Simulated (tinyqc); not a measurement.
# Voltage acceleration of oxide breakdown, four models on the same data, step by step

tinyqc, about 0.01 s, one thread, Intel Xeon 2.30GHz (shared host): `OMP_NUM_THREADS=1 python tinyqc.py 2070159 2070160 out.jsonl` Printed values are rounded.

Field E = V/tox in MV/cm. Models: ln(t63/1 s) = a - c X with X = E (E model), -1/E (1/E model), ln V (power law, c the exponent n) or sqrt(E).

Values chosen for this exercise: oxide thickness tox = 1 nm; use voltage Vu = 0.85 V; stress temperature Ts = 398 K; use temperature Tu = 358 K; activation energy Ea = 0.86 eV; factor for area and percentile ks = 9.7e-5.

Constants: q = 1.602176634e-19 C, kB = 1.380649e-23 J/K. Results are converted to the units shown.

Range of the model: All four laws are empirical fits; none is established far below the stress range.

## Fitting the models

| stress | V (V) | t63 (s) |
|---|---|---|
| 0 | 1.4 | 5.302e5 |
| 1 | 1.72 | 1300 |
| 2 | 1.89 | 82.93 |

The three stress times were made with the power model, c = 29.2, and are treated as data. For each model fit ln t63 on X by least squares over the three points.

| model | c | a | largest misfit in ln t63 (0: below 0.002) |
|---|---|---|---|
| E | 1.800006 | 38.31647 | 0.1862528 |
| 1/E | 469.1128 | -20.27791 | 0.1740243 |
| power | 29.19989 | 23.00595 | 0.0000000 |
| sqrt E | 14.51765 | 67.47075 | 0.0917674 |

The worst misfit of any model is 0.19 in ln t63, a factor of 1.20 in time, comparable to the scatter of t63 from small samples, so such data hardly tell the models apart.

## Projection to use conditions

Project to Vu, multiply by exp[(Ea q/kB)(1/Tu - 1/Ts)] and by ks; ten years are 3.15576e8 s. The largest voltage for ten years solves the same relation for V.

temperature factor = 16.47240

| model | lifetime (years) | largest voltage for ten years (V) |
|---|---|---|
| E | 0.5015686 | 0.6837450 |
| 1/E | 73526.36 | 1.013489 |
| power | 57.11413 | 0.9022666 |
| sqrt E | 4.214211 | 0.8156472 |

The lifetimes span 5.17 decades, from the E model (most cautious) to the 1/E model; the allowed voltage spans 0.684 to 1.01 V. 2 of the four models pass ten years at Vu. Lifetimes beyond a thousand years are formal extrapolations.
